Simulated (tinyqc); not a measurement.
# Absorption coefficient and reflectance from two thicknesses

Problem. With transparent contact layers the responsivity is (1 - Rf)(1 - exp(-al wi)) q lam/(h c). The second absorber is twice as thick as the first. Find al and Rf.

Inputs (values chosen for the exercise):

| symbol | value | unit | meaning |
|---|---|---|---|
| lam | 1550 | nm | wavelength |

Constants: q = 1.602176634e-19 C, h = 6.62607015e-34 J s, c = 299792458 m/s. Results are converted to the units shown.

responsivity for wi = 6 and 12 um (A/W): [0.74753224, 1.0389557]

Answer. The ratio of the responsivities is 1 + exp(-al w1), which gives al; either value then gives 1 - Rf.

al = 1.57e3 1/cm
Rf = 0.0200

Program tinyqc, `OMP_NUM_THREADS=1 python tinyqc.py 2250030 2250031 out.jsonl`; Intel Xeon 2.30GHz, shared host, one thread, about 0.01 s.
